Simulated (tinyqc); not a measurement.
Signal and retention of a DRAM cell: two steps of the calculation.

A stored one starts at Vd and leaks: Cs dV/dt = -I(V), I = a sqrt((V + Vb)/(Vd + Vb)) + b, with a = Ig exp[-(Eg1 q/kB)(1/T - 1/T0)] (generation in a depletion layer) and b = Is exp[-(Es q/kB)(1/T - 1/T0)]. The bit line is precharged to Vd/2, and charge sharing gives the signal (V - Vd/2) Cs/(Cs + Cb).

Parameters, values chosen for the exercise: array voltage Vd = 1.5 V; cell capacitance Cs = 15 fF; bit-line capacitance Cb = 84 fF; smallest signal that the sense amplifier resolves dm = 63 mV; deviation of ln(retention time) over the cells sg = 0.89; cells Nc = 8.59e9; refresh interval tr = 64 ms.

Constants: q = 1.602176634e-19 C. Results are converted to the units shown.

Problem 1. Signal and margin. The cell fails below Vc = Vd/2 + dm (Cs + Cb)/Cs.

Give: transfer ratio; signal of a fresh one; Vc; charge that may be lost; the same in electrons.

Solution 1.

transfer ratio = 0.15152
signal of a fresh one = 113.64 mV
Vc = 1.1658 V
charge that may be lost = 5.0130 fC
the same in electrons = 31289

Problem 2. Failing cells. This time is the median of a log-normal spread: failing cells = Nc erfc(z/sqrt 2)/2, z = ln(t/tr)/sg. One failure is expected at the interval where that count equals 1.

retention time = 8.3573600 s

Give: z; failing cells; interval for one failure.

Solution 2.

z = 5.474
failing cells = 188.8
interval for one failure = 29.67 ms

The weakest cell of the array lies about 6.34 deviations out, a factor of 282 below the median; the chosen interval is longer than that time.

Range of the model: Real arrays also hold a tail of unusually leaky cells and cells whose retention varies in time, which this model lacks.

Numbers from tinyqc (`OMP_NUM_THREADS=1 python tinyqc.py 2130121 2130122 out.jsonl`; about 0.01 s on one thread of a shared Intel Xeon 2.30GHz).
